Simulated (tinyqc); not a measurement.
Bandgap voltage reference from two bipolar transistors: one step of the calculation.

Two transistors of area 1 and N carry the same current I. Is(T) = Is (T/T0)^eta exp[(Vg0 q/kB)(1/T0 - 1/T)], VBE1 = Vt ln(I/Is(T)) + I rb, VBE2 = Vt ln(I/(N Is(T))) + I rb/N. The amplifier forces I R1(T) = VBE1 - VBE2 + Vos, with R(T) = R (1 + tc (T - T0)) for both resistors, and the output is Vref = VBE1 + I R2(T). Base currents and the Early effect are neglected.

Problem. Operating point at another temperature. Vt = kB T/q; I = (Vt ln N + Vos)/(R1(T) - rb (1 - 1/N)).

Inputs (values chosen for the exercise); values of the order met in silicon bipolar transistors: reference temperature T0 = 300 K; band-gap voltage extrapolated to 0 K Vg0 = 1.181 V; temperature exponent of the saturation current eta = 3; saturation current of the unit transistor at T0 Is = 2.1e-16 A; area ratio of the second transistor N = 8; resistor across which the difference of VBE falls, at T0 R1 = 7.5 kohm; temperature coefficient of both resistors tc = 0 ppm/K; offset of the amplifier Vos = 0.6 mV; series resistance of the unit transistor rb = 140 ohm; output resistor at T0 R2 = 78.78 kohm; temperature T = 398 K.

Constants: q = 1.602176634e-19 C, kB = 1.380649e-23 J/K. Results are converted to the units shown.

Give: Vt; I; Is(T); VBE1; I R2; Vref.

Solution.

Vt = 0.034297 V
I = 9.7484 uA
Is(T) = 3.7645e-11 A
VBE1 = 0.42886 V
I R2 = 0.76798 V
Vref = 1.1968 V

From T0 to T, VBE1 changes by -200 mV and I R2 by 188 mV, which leaves -12.4 mV in Vref.

Program tinyqc, `OMP_NUM_THREADS=1 python tinyqc.py 2062192 2062193 out.jsonl`; Intel Xeon 2.30GHz, shared host, one thread, about 0.03 s.
